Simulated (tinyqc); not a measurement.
Lorentz oscillators and the Kramers-Kronig relations: one step. eps1 at one grid point. Two cases, with inputs chosen for the exercise.

Problem. List the terms E_j eps2_j/(E_j^2 - E_i^2) for j - i odd, add them and form eps1.

Kramers-Kronig: eps1(E) = 1 + (2/pi) P integral_0^infinity E1 eps2(E1)/(E1^2 - E^2) dE1. Maclaurin rule on the grid E_j = j h, j = 1 .. M: eps1(E_i) = 1 + (4 h/pi) sum over j with j - i odd of E_j eps2(E_j)/(E_j^2 - E_i^2); nothing is added above E_M.

Give: terms in order of j; sum; eps1(E_i).

Case 1.

Values chosen: h = 1 eV (grid step); M = 30 (grid points E_j = j h); i = 14 (grid index at which eps1 is wanted).

eps2(E_j), j = 1 .. M: 0.065091  0.144462  0.261993  0.476723  1.003604  3.261077  8.188635  4.042081  4.691871  2.468347  1.128854  0.605188  0.368961  0.245579  0.173810  0.128660  0.098542  0.077520  0.062311  0.050983  0.042341  0.035612  0.030282  0.025996  0.022505  0.019629  0.017235  0.015225  0.013522  0.012070

Solution.

terms in order of j (1/eV): -0.0003  -0.0042  -0.0293  -0.3899  -0.3672  -0.1656  -0.1776  0.0899  0.0180  0.0072  0.0036  0.0021  0.0013  0.0009  0.0006

sum = -1.011 1/eV
eps1(E_i) = -0.287

The oscillator formula gives -0.118 at E_i = 14 eV. The rule samples every 2h = 2 eV against a narrowest width of 1.06 eV and stops at 30 eV; coarse sampling and the missing tail make the difference.

Case 2.

Values chosen (out of a larger set: line positions loosely like those of SiC; Lorentz tails absorb below the gap, where the real solid is clear; not measured data): h = 1 eV (grid step); M = 30 (grid points E_j = j h); i = 14 (grid index at which eps1 is wanted).

eps2(E_j), j = 1 .. M: 0.118991  0.269894  0.513577  1.044567  3.083712  13.817209  9.448959  11.779132  5.665647  3.208545  1.552462  0.847606  0.521838  0.349733  0.248843  0.184985  0.142171  0.112161  0.090371  0.074092  0.061637  0.051918  0.044204  0.037990  0.032921  0.028739  0.025253  0.022322  0.019838  0.017717

Solution.

terms in order of j (1/eV): -0.0006  -0.0082  -0.0902  -0.4500  -0.4434  -0.2277  -0.2513  0.1287  0.0260  0.0104  0.0053  0.0031  0.0019  0.0013  0.0009

sum = -1.294 1/eV
eps1(E_i) = -0.647

The oscillator formula gives -0.926 at E_i = 14 eV. The rule samples every 2h = 2 eV against a narrowest width of 0.82 eV and stops at 30 eV; coarse sampling and the missing tail make the difference.

Computed by tinyqc, one run a case: `OMP_NUM_THREADS=1 python tinyqc.py N N+1 out.jsonl` with N = 1651137, 1651210; one thread of a shared Intel(R) Xeon(R) Processor @ 2.30GHz, about 0.2 s a run at most.
